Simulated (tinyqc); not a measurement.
## Electron continuity equation in a given potential, Scharfetter-Gummel discretisation: current and errors against the applied potential

Steady state in one dimension: J = q mu n E + q D dn/dx with E = -dpsi/dx and D = mu Vt, dJ/dx = q (n/tau - G), fixed densities nL and nR at the ends. The potential is given, psi = U (x/L)^2, and is not changed by the electrons.

8 equal intervals. Fluxes J_i = (q D/h)(n_(i+1) P_i - n_i Q_i), d_i = (psi_(i+1) - psi_i)/Vt: Scharfetter-Gummel P = B(d), Q = B(-d), B(d) = d/(exp(d) - 1); central P = 1 - d/2, Q = 1 + d/2; upwind P = 1 + max(-d, 0), Q = 1 + max(d, 0). Balance at each inner node: J_i - J_(i-1) = q h (n_i/tau - G). The reference is Scharfetter-Gummel on 4000 intervals or more. Errors are those of J on the first interval against the reference at its midpoint; errors under 1e-6 % are printed as 0.

Inputs (values chosen for the exercise); mobility that of a made-up semiconductor:
- T = 250 K (temperature)
- mu = 1130 cm^2/(V s) (electron mobility)
- L = 8.4 um (length of the region)
- nL = 1.1e15 cm^-3 (density at x = 0)
- nR = 2.4e14 cm^-3 (density at x = L)
- tau = 4.9e-9 s (lifetime)
- G = 0 cm^-3 s^-1 (uniform generation rate)

Constants: q = 1.602176634e-19 C, kB = 1.380649e-23 J/K, Vt = kB T/q. Results are converted to the units shown.

Result of one run:
```
largest |d|,reference J (A/cm^2),SG error (%),central error (%),upwind error (%),"most negative central n (cm^-3), 0 if none"
0.9356,-14.87,1.15,0.976,4.98,0
```

Which potential difference psi(L) - psi(0) U gave this result: 0.086, 0.17, 0.26 or 0.38 V?

U = 0.086 V.

The whole series:
```
U (V),largest |d|,reference J (A/cm^2),SG error (%),central error (%),upwind error (%),"most negative central n (cm^-3), 0 if none"
0.0086,0.09356,-10.89,0.154,0.151,0.672,0
0.034,0.3699,-12.31,0.472,0.436,2.29,0
0.086,0.9356,-14.87,1.15,0.976,4.98,0
0.17,1.849,-18.38,2.24,1.80,8.28,0
0.26,2.829,-21.58,3.41,2.68,11.2,0
0.38,4.134,-25.29,4.97,3.84,14.6,0
0.52,5.657,-29.06,6.80,5.19,18.2,0
0.78,8.486,-35.06,10.2,7.68,24.5,0
```

The reference current falls from -10.9 to -35.1 A/cm^2. The largest errors in size are 10 % (Scharfetter-Gummel), 7.7 % (central) and 24 % (upwind). With sources Scharfetter-Gummel is no longer exact, since it takes J constant over each interval, and it is not always the most accurate for J.

tinyqc, about 0.01 s, one thread, Intel Xeon 2.30GHz (shared host): `OMP_NUM_THREADS=1 python tinyqc.py 2220128 2220129 out.jsonl`
